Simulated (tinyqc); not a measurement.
Short-channel transistor, virtual-source model with series resistance: course of the iteration: current through the series resistance.

The current per gate width is the charge at the top of the source barrier (the virtual source) times its velocity times a saturation function; al and be are fitting constants of the model. Units: I in uA/um, Rs in ohm um, so I Rs = 1e-6 I Rs in volts; Q in uC/cm^2, so I = 1e-4 Q vx0 Fsat with vx0 in cm/s.

Intrinsic voltages Vg' = Vgs - I Rs, Vd' = Vds - 2 I Rs. n = n0 + nd Vd', VT = VT0 - dl Vd', Ff = 1/(1 + exp((Vg' - VT + al Vt/2)/(al Vt))), Q = Cinv n Vt ln(1 + exp((Vg' - VT + al Vt Ff)/(n Vt))), Vdsat = (vx0 L/mu)(1 - Ff) + Vt Ff, Fsat = u/(1 + u^be)^(1/be) with u = Vd'/Vdsat, and I(out) = Q vx0 Fsat per width. (Fsat takes the sign of u.) I(new) = I + 0.3 (I(out) - I).

Stop when I changes by less than 1e-7 uA/um, or after 80 iterations.

Values chosen for this exercise:
- T = 300 K (temperature)
- Cinv = 1.73 uF/cm^2 (inversion capacitance)
- vx0 = 1.4e7 cm/s (velocity at the virtual source)
- mu = 120 cm^2/(V s) (apparent mobility)
- L = 45 nm (channel length)
- VT0 = 0.339 V (threshold at zero drain voltage)
- dl = 0.157 V/V (drain-induced barrier lowering)
- n0 = 1.36 (subthreshold factor)
- nd = 0.2 1/V (growth of n with drain voltage)
- al = 3.5 (threshold shift (in units of Vt) from weak to strong inversion)
- be = 1.8 (sharpness of saturation)
- Rs = 150 ohm um (series resistance of each contact)
- Vgs = 0.33 V (gate voltage)
- Vds = 0.5 V (drain voltage)

Constants: q = 1.602176634e-19 C, kB = 1.380649e-23 J/K, Vt = kB T/q. Results are converted to the units shown.

I at the start = 0 uA/um

Course of the iteration:
```
iteration,I (uA/um),|change| (uA/um)
1,49.9200,49.9
2,80.7660,30.8
3,99.9116,19.1
4,111.828,11.9
5,119.259,7.43
6,123.897,4.64
7,126.794,2.90
8,128.605,1.81
9,129.737,1.13
...,...,...
36,131.625,3.54e-6
37,131.625,2.22e-6
38,131.625,1.39e-6
39,131.625,8.66e-7
40,131.625,5.42e-7
41,131.625,3.39e-7
42,131.625,2.12e-7
43,131.625,1.33e-7
44,131.625,8.29e-8
```

Did this iteration meet its convergence test, and what does its course show?

Yes. Converged in 44 iterations. At the end each change is about 0.63 times the one before: linear convergence.

tinyqc, about 0.01 s, one thread, Intel Xeon 2.30GHz (shared host): `OMP_NUM_THREADS=1 python tinyqc.py 2380057 2380058 out.jsonl`
